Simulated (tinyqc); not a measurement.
Worked calculation: sp3 tight binding, zinc-blende lattice. Computed by tinyqc, a small Python program that keeps every step. Command: `OMP_NUM_THREADS=1 python tinyqc.py 27412 27413 out.jsonl` (the two numbers bound the seeds that draw the settings). One thread of a shared host (Intel(R) Xeon(R) Processor @ 2.60GHz), about 0.01 s of CPU time with the checks.

## Bloch Hamiltonian at k

Parameters chosen for this model: zinc-blende lattice, anion at 0, cation at a/4 (1,1,1); V = eta hbar^2 / (m d^2), hbar^2/m = 7.619964 eV angstrom^2:
```
parameter          value      unit
a               5.870000  angstrom
d               2.541785  angstrom
Es anion      -18.280000        eV
Ep anion       -9.670000        eV
Es cation      -9.240000        eV
Ep cation      -4.950000        eV
eta ss         -1.320000
eta sp          1.420000
eta pp sigma    2.220000
eta pp pi      -0.630000
V ss           -1.556859        eV
V sp            1.674803        eV
V pp sigma      2.618354        eV
V pp pi        -0.743047        eV
```

k point k (2 pi / a): 0.060000  -0.360000  0.110000

Slater-Koster rules over the four bonds with direction cosines (l, m, n): ss V_ss; s-px l V_sp; px-s -l V_sp; px-px l^2 V_pps + (1 - l^2) V_ppp; px-py l m (V_pps - V_ppp); each times exp(i k.d).

H(k) at k (eV), lower triangle (Hermitian):
```
                      a s                 a px                a py                 a pz
a s            -18.280000
a px             0.000000            -9.670000
a py             0.000000             0.000000           -9.670000
a pz             0.000000             0.000000            0.000000            -9.670000
c s   -5.156716+0.053990i  -0.354736+0.302752i  0.052839-2.032546i  -0.192132+0.558974i
c px   0.354736-0.302752i   1.250113-0.013088i  0.222636-0.647721i  -0.061228+2.355246i
c py  -0.052839+2.032546i   0.222636-0.647721i  1.250113-0.013088i   0.411056-0.350819i
c pz   0.192132-0.558974i  -0.061228+2.355246i  0.411056-0.350819i   1.250113-0.013088i

            c s       c px       c py       c pz
c s   -9.240000
c px   0.000000  -4.950000
c py   0.000000   0.000000  -4.950000
c pz   0.000000   0.000000   0.000000  -4.950000
```

## Levels at k

Diagonalise the Hermitian matrix.

eigenvalues (eV): -20.909728  -11.365078  -10.932883  -10.695604  -5.926171  -4.282518  -3.711463  -3.556555

weights |c|^2 of the basis functions:
```
        band 1    band 2    band 3    band 4    band 5    band 6    band 7    band 8
a s   0.813354  0.032230  0.000529  0.010130  0.111315  0.023970  0.000682  0.007790
a px  0.000095  0.127907  0.627591  0.060929  0.016483  0.001418  0.055880  0.109697
a py  0.003883  0.351443  0.012498  0.382130  0.187222  0.052128  0.000529  0.010165
a pz  0.000317  0.251922  0.184022  0.384975  0.006434  0.002895  0.114289  0.055147
c s   0.168557  0.116656  0.002864  0.036699  0.658338  0.006011  0.000179  0.010695
c px  0.000520  0.057721  0.080818  0.030741  0.012758  0.040787  0.376113  0.400541
c py  0.012211  0.025954  0.004852  0.047561  0.003685  0.818969  0.001862  0.084906
c pz  0.001064  0.036166  0.086825  0.046835  0.003764  0.053822  0.450465  0.321058
```

## Bloch Hamiltonian at X

k point X (2 pi / a): 1  0  0

As before.

H(k) at X (eV), lower triangle (Hermitian):
```
                     a s                a px                a py                a pz
a s           -18.280000
a px            0.000000           -9.670000
a py            0.000000            0.000000           -9.670000
a pz            0.000000            0.000000            0.000000           -9.670000
c s             0.000000  0.000000+3.867792i            0.000000            0.000000
c px  0.000000-3.867792i            0.000000            0.000000            0.000000
c py            0.000000            0.000000            0.000000  0.000000-4.481868i
c pz            0.000000            0.000000  0.000000-4.481868i            0.000000

            c s       c px       c py       c pz
c s   -9.240000
c px   0.000000  -4.950000
c py   0.000000   0.000000  -4.950000
c pz   0.000000   0.000000   0.000000  -4.950000
```

## Levels at X

As before.

eigenvalues (eV): -19.320974  -13.328763  -12.375248  -12.375248  -5.581237  -3.909026  -2.244752  -2.244752

## Bands along a path

The same steps at evenly spaced points between the labelled ones.

Bands along the path (eV):
```
k             band 1      band 2      band 3      band 4     band 5     band 6     band 7     band 8
L         -19.937373  -13.682055  -11.123695  -11.123695  -6.334081  -3.496305  -3.496305  -2.186491
L-G 0.20  -20.121798  -13.364378  -11.038928  -11.038928  -6.290680  -3.581072  -3.581072  -2.363144
L-G 0.40  -20.551308  -12.546162  -10.807287  -10.807287  -6.182823  -3.812713  -3.812713  -2.859707
L-G 0.60  -21.008268  -11.497577  -10.497787  -10.497787  -6.071809  -4.122213  -4.122213  -3.562346
L-G 0.80  -21.336881  -10.536498  -10.223435  -10.223435  -6.037180  -4.396565  -4.396565  -4.229442
G         -21.454893  -10.111560  -10.111560  -10.111560  -6.065107  -4.508440  -4.508440  -4.508440
G-X 0.20  -21.297108  -10.405980  -10.400186  -10.400186  -6.000826  -4.436086  -4.219814  -4.219814
G-X 0.40  -20.852668  -11.162720  -11.051825  -11.051825  -5.860988  -4.263624  -3.568175  -3.568175
G-X 0.60  -20.218895  -12.120855  -11.726359  -11.726359  -5.719653  -4.080596  -2.893641  -2.893641
G-X 0.80  -19.598491  -12.969985  -12.204510  -12.204510  -5.618206  -3.953318  -2.415490  -2.415490
X         -19.320974  -13.328763  -12.375248  -12.375248  -5.581237  -3.909026  -2.244752  -2.244752
X-W 0.20  -19.320974  -13.328763  -12.375248  -12.375248  -5.581237  -3.909026  -2.244752  -2.244752
X-W 0.40  -19.320974  -13.328763  -12.375248  -12.375248  -5.581237  -3.909026  -2.244752  -2.244752
X-W 0.60  -19.320974  -13.328763  -12.375248  -12.375248  -5.581237  -3.909026  -2.244752  -2.244752
X-W 0.80  -19.320974  -13.328763  -12.375248  -12.375248  -5.581237  -3.909026  -2.244752  -2.244752
W         -19.320974  -13.328763  -12.375248  -12.375248  -5.581237  -3.909026  -2.244752  -2.244752
```

With 4 band(s) filled, the highest filled level on these points lies at G and the lowest empty one at L: a gap of 3.7775 eV, indirect.
